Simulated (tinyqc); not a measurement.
Mobility and threshold from two currents.

Inverse problem. In the linear region I = mu Cox (W/L) [(Vgs - VT) Vds - m Vds^2/2], Cox = eps0 eox/tox. Find mu and VT.

Inputs (values chosen for the exercise): relative permittivity of the gate insulator eox = 4.04; insulator thickness tox = 2.6 nm; gate width W = 2 um; gate length L = 5 um.

Constants: eps0 = 8.8541878128e-14 F/cm where lengths are in cm. Results are converted to the units shown.

I at Vgs = 0.47 and 0.97 V, Vds = 0.05 V (uA): [1.3444921, 3.1330381]
m = 1.0408027

Answer. The slope dI/dVgs is mu Cox (W/L) Vds; the line meets zero current at VT + m Vds/2.

mu = 130.0 cm^2/(V s)
VT = 0.06812 V

Program tinyqc, `OMP_NUM_THREADS=1 python tinyqc.py 2360116 2360117 out.jsonl`; Intel Xeon 2.30GHz, shared host, one thread, about 0.05 s.
